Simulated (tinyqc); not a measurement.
# MOSFET in the linear regime without short-channel effects, parameter extraction from computed curves: extraction methods against the source plus drain resistance

Inversion charge Q = Cox n Vt W0(exp((Vg - VT)/(n Vt))), W0 the Lambert function and n = nf; u = Q/Cox; mobility mu = mu0/(1 + th1 u + th2 u^2); channel resistance Rch = (L - dL)/(W mu Q); Id = Vd/(Rch + Rsd/W). Cox = eps0 eox/tox. Small Vd, no channel-length or drain effects.

From the continuous curve Id(Vg): tangent at peak gm (V_ext = Vg - Id/gm); constant current Id = 0.1 uA W/L; peak of d2Id/dVg2; Y = Id/sqrt(gm) drawn through Vg = VT + 0.6 and VT + 0.8 V, with intercept VT_Y and slope s. Mobilities gm,max L/(W Cox Vd) and s^2 L/(W Cox Vd) with the drawn L. Last column: share of Rsd/W in the total resistance at VT + 0.8 V.

Parameters, values chosen for the exercise; channel values of the order met in silicon transistors: temperature T = 300 K; relative permittivity of the gate insulator (close to silicon dioxide) eox = 3.9; insulator thickness tox = 3.1 nm; low-field mobility mu0 = 220 cm^2/(V s); first mobility attenuation factor th1 = 0.71 1/V; second mobility attenuation factor th2 = 0 1/V^2; threshold voltage VT = 0.31 V; body factor nf = 1.2; gate width W = 1 um; drawn gate length L = 0.16 um; drawn less effective length dL = 0.014 um; drain voltage Vd = 0.05 V.

Constants: q = 1.602176634e-19 C, kB = 1.380649e-23 J/K, Vt = kB T/q, eps0 = 8.8541878128e-14 F/cm where lengths are in cm. Results are converted to the units shown.

Result of one run:
```
Rsd (ohm um),V_ext (V),constant current (V),second derivative (V),VT_Y (V),mobility from gm (cm^2/(V s)),mobility from Y (cm^2/(V s)),series share (%)
100,0.305,0.273,0.299,0.355,157,218,7.30
```

What becomes of these results when the source plus drain resistance Rsd is changed from 100 to 400 ohm um, all else the same?

Result of the changed run:
```
Rsd (ohm um),V_ext (V),constant current (V),second derivative (V),VT_Y (V),mobility from gm (cm^2/(V s)),mobility from Y (cm^2/(V s)),series share (%)
400,0.297,0.274,0.296,0.355,142,218,23.9
```

The whole series:
```
Rsd (ohm um),V_ext (V),constant current (V),second derivative (V),VT_Y (V),mobility from gm (cm^2/(V s)),mobility from Y (cm^2/(V s)),series share (%)
0,0.309,0.273,0.300,0.355,163,218,0
50,0.307,0.273,0.299,0.355,160,218,3.79
100,0.305,0.273,0.299,0.355,157,218,7.30
200,0.302,0.273,0.298,0.355,151,218,13.6
400,0.297,0.274,0.296,0.355,142,218,23.9
800,0.290,0.274,0.294,0.355,128,218,38.6
1500,0.282,0.274,0.290,0.355,112,218,54.1
```

The model has VT = 0.31 V and mu0 = 220 cm^2/(V s). Over the table the extracted thresholds move by 27 mV (tangent), 0.73 mV (constant current), 10 mV (second derivative), under 0.5 mV (Y function). The mobility from gm falls from 163 to 112 and that from Y stays near 218 cm^2/(V s). Y cancels the series resistance, which multiplies Id and sqrt(gm) by the same factor.

tinyqc, about 0.01 s, one thread, Intel Xeon 2.30GHz (shared host): `OMP_NUM_THREADS=1 python tinyqc.py 2210053 2210054 out.jsonl`
